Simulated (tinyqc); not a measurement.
Resistance of a source-drain extension with a graded tip: two steps of the calculation.

y runs along the channel, the gate covers y > 0. The doping is N0 for y < y0 and N0 10^(-(y - y0)/la) beyond, uniform over the depth xj. Sheet conductance s(y) = q mu(N) max(N - Nch, 0) xj + (for y > 0) ma Cox Vo, with mu(N) = u0 + (u1 - u0)/(1 + (N/Nr)^au) and Cox = eps0 eox/tox. Current is taken as one-dimensional; depletion of the tip, spreading and the contact are left out. The metallurgical junction lies at yj, where N = Nch.

Parameters, values chosen for the exercise; mobility law close to that of electrons in silicon:
- eox = 3.9 (relative permittivity of the gate insulator (close to silicon dioxide))
- tox = 3.6 nm (insulator thickness)
- N0 = 1.8e20 cm^-3 (active doping of the extension far from the gate)
- la = 7 nm/decade (lateral abruptness)
- y0 = 3.7 nm (position under the gate where the fall begins (gate edge at 0))
- xj = 19 nm (depth of the extension)
- Nch = 2.1e18 cm^-3 (channel doping)
- Vo = 0.77 V (gate overdrive)
- ma = 120 cm^2/(V s) (mobility of the gate-induced layer)
- u1 = 1414 cm^2/(V s) (mobility at low doping)
- u0 = 68.5 cm^2/(V s) (mobility at high doping)
- Nr = 9.2e16 cm^-3 (reference doping)
- au = 0.711 (exponent)
- Lg = 90 nm (gate length)

Constants: q = 1.602176634e-19 C, eps0 = 8.8541878128e-14 F/cm where lengths are in cm. Results are converted to the units shown.

Task 1. Sheet resistances and junction position. yj = y0 + la log10(N0/Nch); sheet resistance of the full extension 1/[q mu(N0)(N0 - Nch) xj] and of the gate-induced layer 1/(ma Cox Vo); metallurgical length Lg - 2 yj; ye is where the doped and the gate-induced conductances are equal.

Give: yj; sheet resistance of the extension; sheet resistance of the induced layer; metallurgical length; ye; N at ye.

Result 1.

yj = 17.23 nm
sheet resistance of the extension = 247.5 ohm/square
sheet resistance of the induced layer = 1.128e4 ohm/square
metallurgical length = 55.54 nm
ye = 15.29 nm
N at ye = 3.979e18 cm^-3

The gate takes over 1.94 nm before the junction, where N is still 1.89 times the channel doping.

Task 2. Resistance of the overlapped part. Midpoint rule on 11 equal steps from 0 to yj: R_ov = sum h/s(y), per width.

Find: y; N; doped conductance; sheet resistance; R_ov.

Result 2.

```
point	y (nm)	N (cm^-3)	doped conductance (uS)	sheet resistance (ohm/square)
0	0.78324	1.8000e20	4041.0	242.15
1	2.3497	1.8000e20	4041.0	242.15
2	3.9162	1.6764e20	3776.2	258.74
3	5.4827	1.0014e20	2320.7	415.05
4	7.0492	5.9816e19	1437.5	655.24
5	8.6157	3.5730e19	897.10	1014.5
6	10.182	2.1343e19	561.88	1537.2
7	11.749	1.2749e19	349.13	2284.4
8	13.315	7.6152e18	208.73	3362.9
9	14.882	4.5488e18	110.01	5034.2
10	16.448	2.7171e18	33.756	8170.9
```

R_ov = 36.370 ohm um

Program tinyqc, `OMP_NUM_THREADS=1 python tinyqc.py 2282206 2282207 out.jsonl`; Intel Xeon 2.30GHz, shared host, one thread, about 0.05 s.
